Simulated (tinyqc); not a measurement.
Where the gap correction goes: band offset from the macroscopic average of a supercell potential.

dEv = Ev(A) - Ev(B) = Ev1 - (dV + Ev2); dEc = Ec(B) - Ec(A) = Eg2 - Eg1 - dEv. The correction of a gap, c = Eg[1] - Eg[0], lowers the valence top by fv c and leaves dV, a ground-state quantity, as it is. Type I: dEv and dEc of one sign; II: opposite signs; III: no overlap of the gaps.

Inputs chosen for the exercise (gaps near those of GaAs and AlAs; not measured data):
```
symbol  value         unit  meaning
Ev1     5.47          eV    valence top of bulk A above its mean potential
Eg1     (0.48, 1.58)  eV    gap of A: semi-local value, corrected value
Ev2     5.02          eV    valence top of bulk B above its mean potential
Eg2     (1.45, 2.34)  eV    gap of B: semi-local value, corrected value
```

dV = B - A = 0.0200 eV

fv1 and fv2 are varied.

Offsets (eV):
```
fv1  fv2     dEv     dEc
0.0  0.0   0.430   0.330
0.5  0.5   0.325   0.435
1.0  1.0   0.220   0.540
0.0  1.0   1.320  -0.560
1.0  0.0  -0.670   1.430
0.3  0.7   0.723   0.037
```

dEv + dEc = 0.760 eV in every row, but dEv alone spans 1.99 eV, the sum of the two corrections. A scissor on the conduction bands alone (first row) keeps the semi-local dEv; with equal shares fv the shift is fv times the difference of the corrections, -0.21 eV, against their sum of 1.99 eV: most of the error cancels if the shares are alike.

Computed by tinyqc, a small Python program: `OMP_NUM_THREADS=1 python tinyqc.py 1850805 1850806 out.jsonl` (the numbers bound the seed that draws the inputs); one thread of a shared host (Intel(R) Xeon(R) Processor @ 2.30GHz), about 0.01 s for the whole set of steps.
